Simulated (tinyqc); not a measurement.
Transfer curve: field-effect mobility of a thin-film transistor with band-tail and deep states (multiple trapping). Computed by tinyqc, a small Python program. Command: `OMP_NUM_THREADS=1 python tinyqc.py 3004090 3004091 out.jsonl tft walk`. One thread of a shared host (Intel(R) Xeon(R) Processor @ 2.30GHz), about 0.06 s of CPU time with the checks.

A thick film in accumulation at small drain voltage. Only free electrons move; trapped ones still screen the gate. N_c and mu_0 are held fixed when T changes, leaving out the T^(3/2) growth of N_c. x = E_0 - psi is the distance of the Fermi level below the band edge.

Inputs (values chosen for the exercise, modelled on polycrystalline silicon):

| quantity | value | unit |
|---|---|---|
| permittivity eps | 11.7 | - |
| effective density of states N_c | 2.8e+19 | 1/cm^3 |
| band mobility mu_0 | 130 | cm^2/(V s) |
| tail density at the edge g_t | 3.9e+20 | 1/(eV cm^3) |
| tail width E_t | 29 | meV |
| deep-state density g_d | 2e+17 | 1/(eV cm^3) |
| flat-band Fermi level below the edge, E_0 | 0.53 | eV |
| equivalent oxide thickness t | 50 | nm |
| temperature T | 200 | K |

Deep states: included.

Constants: k_B = 8.617333262e-05 eV/K; e = 1.602176634e-19 C; eps_0 = 8.8541878128e-12 F/m.

Method:
- F_j(eta) = int_0^infinity x^j/(1 + exp(x - eta)) dx, without a gamma-function factor.
- Integrals over x = E/(k_B T) use 160 Gauss-Legendre points in u = sqrt(x) from 0 to sqrt(max(eta, 0) + 32).
- Free n(x) = N_c (2/sqrt(pi)) F_1/2(-x/k_B T), with F_1/2 from its two-term series in exp(-x/k_B T) for x >= 12 k_B T; tail n_t(x) = int_0^1.2eV g_t exp(-E/E_t)/(1 + exp((x - E)/k_B T)) dE, E counted down from the edge, 120 Gauss-Legendre points; deep charge g_d psi; space charge rho(psi) = n + n_t + g_d psi less its value at psi = 0.
- Poisson: F(psi) = sqrt((2 e/(eps eps_0)) int_0^psi rho dpsi'); V_G - V_FB = psi_s + eps F(psi_s) t/3.9; free sheet density N_f = int (n - n(E_0))/F dpsi; induced sheet density N_i = eps eps_0 F(psi_s)/e; trapezoid rule on 301 even points in psi, the first interval left out of N_f.
- mu_eff = mu_0 N_f/N_i; field-effect mobility mu_FE = mu_0 e (dN_f/dV_G)/C_ox and swing S = dV_G/dlog10(N_f), by a central difference of +/- 2 mV in psi_s; C_ox = 3.9 eps_0/t.

Against the band bending:

| psi_s (V) | V_G - V_FB (V) | N_f (1/cm^2) | mu_eff (cm^2/(V s)) | mu_FE (cm^2/(V s)) | S (mV/decade) |
|---|---|---|---|---|---|
| 0.19 | 0.692 | 4.3542e+04 | 2.6180e-05 | 1.8767e-04 | 161 |
| 0.27 | 0.986 | 3.0536e+06 | 1.2857e-03 | 1.3230e-02 | 161 |
| 0.33 | 1.226 | 7.8824e+07 | 2.6527e-02 | 2.9150e-01 | 188 |
| 0.38 | 1.502 | 1.1676e+09 | 3.1369e-01 | 2.5722e+00 | 316 |
| 0.42 | 1.922 | 9.3593e+09 | 1.8797e+00 | 9.5683e+00 | 680 |
| 0.47 | 3.224 | 1.0282e+11 | 1.1258e+01 | 3.3512e+01 | 2133 |
| 0.50 | 4.961 | 3.7714e+11 | 2.5497e+01 | 6.0646e+01 | 4322 |
| 0.54 | 9.655 | 1.6822e+12 | 5.5657e+01 | 1.0007e+02 | 11675 |
| 0.58 | 18.239 | 4.8614e+12 | 8.3024e+01 | 1.1847e+02 | 28490 |

The steepest swing among the rows is 161 mV/decade, close to the estimate for deep states alone, ln(10)(k_B T/e)(1 + sqrt(e eps eps_0 g_d)/C_ox) = 144. mu_eff climbs from 2.6e-5 to 83, 64 % of mu_0 in the last row. Between rows 6 and 7 N_f scales as (V_G - V_FB - psi_s)^2.70; an exponential tail holding all the charge would give the larger of 1 and 2 E_t/k_B T - 1, here 2.37, and free charge alone 1; charge in deep states makes the exponent larger and lets it vary with V_G.
